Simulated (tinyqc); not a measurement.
Stacked nanosheet transistor, parasitic resistance, capacitance and delay: course of the iteration: sheet currents at Vgs = Vdd, Vds = Vdd/2.

Ns sheets share one contact on top; each has perimeter p = 2 (Ws + ts) and cross-section A = Ws ts; contact width Wc = Ws + 10 nm, stack height Hs = Ns pv. Sheet 1 is the top one. Contact length Lc = CPP - Lg - 2 Lsp, shared by two neighbouring gates. Source and drain sides are equal. The formulas are first-order estimates, not field solutions.

One sheet: I = p Q vx u/(1 + |u|^1.8)^(1/1.8), Q = Cinv n Vt ln(1 + exp((Vg' - VT + dl Vd')/(n Vt))), u = Vd' mu/(vx Lg), Vg' = Vgs - v, Vd' = Vds - 2 v, with the drop on each side v_j = Rc sum I + rv (sum over levels k = 2..j of the current of sheets k..Ns) + Rx I_j. I(new) = I(out).

Stop when the largest change of I is below 1e-6 uA, or after 80 iterations.

Values chosen for this exercise; values close to those of silicon logic devices: temperature T = 300 K; sheet width Ws = 12 nm; sheet thickness ts = 7 nm; vertical resistance between sheet levels rv = 211 ohm; gate length Lg = 12 nm; inversion capacitance Cinv = 3 uF/cm^2; injection velocity vx = 1.1e7 cm/s; apparent mobility mu = 190 cm^2/(V s); threshold at zero drain voltage VT = 0.27 V; barrier lowering dl = 0.058 V/V; subthreshold factor n = 1.13; supply voltage Vdd = 0.75 V.

Constants: q = 1.602176634e-19 C, kB = 1.380649e-23 J/K, Vt = kB T/q. Results are converted to the units shown.

I at the start (uA): sheet 1 0, sheet 2 0, sheet 3 0
Rc = 354.421 ohm
Rx = 535.714 ohm

Course of the iteration:
```
iteration  total I (uA)  largest |change| of one entry (uA)
1               183.897                                61.3
2               118.493                                26.4
3               147.046                                12.8
4               135.874                                4.95
5               140.426                                2.04
6               138.603                               0.814
7               139.338                               0.329
8               139.042                               0.132
9               139.161                              0.0532
...                 ...                                 ...
13              139.128                             1.40e-3
14              139.127                             5.62e-4
15              139.127                             2.26e-4
16              139.127                             9.11e-5
17              139.127                             3.67e-5
18              139.127                             1.48e-5
19              139.127                             5.94e-6
20              139.127                             2.39e-6
21              139.127                             9.62e-7
```

Did this iteration meet its convergence test, and what does its course show?

Yes. Converged in 21 iterations. At the end each change is about 0.40 times the one before: linear convergence. The bottom sheet carries 89.9 % of the current of the top one.

tinyqc, about 0.06 s, one thread, Intel Xeon 2.30GHz (shared host): `OMP_NUM_THREADS=1 python tinyqc.py 2170036 2170037 out.jsonl`
